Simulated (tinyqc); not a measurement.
Equilibrium and kinetic segregation of a solute to boundaries and growing surfaces: one step, computed by the program tinyqc. Command: `OMP_NUM_THREADS=1 python tinyqc.py 3026105 3026106 out.jsonl segreg walk`. One thread of a shared host (Intel(R) Xeon(R) Processor @ 2.30GHz), about 0.01 s of CPU time with the checks.

Problem. Segregation at a growing surface. Two-state exchange during growth, dilute: jump up r_u = nu exp(-E_b/(k_B T_g)), jump back r_d = r_u exp(-E_s/(k_B T_g)), nu = 1e13 1/s. In the time 1/R of one monolayer the share carried up is p = [r_u/(r_u + r_d)] [1 - exp(-(r_u + r_d)/R)]; the tail decays as p^n, length -1/ln p monolayers; the equilibrium limit has p = r_u/(r_u + r_d).

Inputs (values chosen for the exercise, modelled on arsenic in polycrystalline silicon):

| quantity | value | unit |
|---|---|---|
| exchange barrier E_b | 1.8 | eV |
| surface segregation energy E_s | 0.21 | eV |
| growth temperature T_g | 620 | K |
| growth rate | 1.6 | monolayers/s |

Constants: k_B = 8.617333262e-05 eV/K.

Give: r_u; r_d; share carried up p; decay length.

Solution.

r_u = 0.02336 1/s

r_d = 4.585e-04 1/s

share carried up p = 0.01449

decay length = 0.2362 monolayers

Exchange is slow against growth: the kinetically limited regime, where cooling or faster growth sharpens the profile.
